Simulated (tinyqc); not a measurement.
## Read current of a NAND string, cells in series solved by shooting: read current against the number of cells

Cells in series, numbered from 0 at the source line (0 V) to the bit line, each followed by a gap resistance Rg. A cell with gate Vg, threshold VT, source Vs and drain Vd passes I = 2 nf K Vt^2 [F(Vs) - F(Vd)]/(1 + th max(Vg - VT, 0)), F(V) = ln^2(1 + exp((Vg - VT - nf V)/(2 nf Vt))). The selected cell has Vg = Vr, the others Vg = Vp.

For a trial current I start at 0 V and, cell by cell, solve for the drain: sqrt(F(Vd)) = sqrt(F(Vs) - I/k), k = 2 nf K Vt^2/(1 + th max(Vg - VT, 0)), Vd = [Vg - VT - 2 nf Vt ln(exp(sqrt F) - 1)]/nf, then add I Rg. The string current is the I for which the last node reaches Vbl. The apparent threshold is the Vr at which I = Is. Background: all other cells erased (VT = Ve) or all in the highest state (VT = Vh); ratio and shift are high over erased and high minus erased. The selected cell is in the middle, cell n/2.

Values chosen for this exercise; values of the order met in vertical NAND strings: temperature T = 358 K; gain factor of a cell K = 9.4 uA/V^2; slope factor nf = 1.4; mobility reduction factor th = 0.11 1/V; resistance of the gap between cells Rg = 23 kohm; bit-line voltage Vbl = 0.3 V; pass voltage Vp = 5.9 V; threshold of an erased cell Ve = -1.4 V; threshold of the highest state Vh = 3 V; threshold of the selected cell Vx = 1.1 V; sensing current Is = 10 nA; read voltage on the selected word line Vr = 2.12 V.

Constants: q = 1.602176634e-19 C, kB = 1.380649e-23 J/K, Vt = kB T/q. Results are converted to the units shown.

Result of one run:
columns A: n; B: I, others erased (uA); C: I, others high (uA); D: ratio; E: apparent VT, erased (V); F: apparent VT, high (V); G: background shift (mV)
```
A         B        C       D      E      F      G
64  0.09030  0.06116  0.6774  1.111  1.121  10.08
```

What becomes of these results when the number of cells n is changed from 64 to 32, all else the same?

Result of the changed run:
columns A: n; B: I, others erased (uA); C: I, others high (uA); D: ratio; E: apparent VT, erased (V); F: apparent VT, high (V); G: background shift (mV)
```
A        B       C       D      E      F      G
32  0.1743  0.1201  0.6886  1.100  1.105  5.013
```

The whole series:
columns A: n; B: I, others erased (uA); C: I, others high (uA); D: ratio; E: apparent VT, erased (V); F: apparent VT, high (V); G: background shift (mV)
```
A          B        C       D      E      F      G
8     0.5761   0.4312  0.7485  1.092  1.093  1.240
16    0.3260   0.2314  0.7100  1.095  1.097  2.484
32    0.1743   0.1201  0.6886  1.100  1.105  5.013
64   0.09030  0.06116  0.6774  1.111  1.121  10.08
96   0.06093  0.04103  0.6735  1.122  1.138  15.22
128  0.04597  0.03087  0.6716  1.134  1.154  20.45
192  0.03083  0.02065  0.6696  1.156  1.187  31.40
```

With erased neighbours the current falls from 0.576 to 0.0308 uA, as n^(-0.82) between the first two rows and n^(-0.99) between the last two (-1 once the series resistance rules). The ratio falls from 0.748 to 0.670 and the background shift rises from 1.24 to 31.4 mV.

Numbers from tinyqc (`OMP_NUM_THREADS=1 python tinyqc.py 2142023 2142024 out.jsonl`; about 0.5 s on one thread of a shared Intel Xeon 2.30GHz).
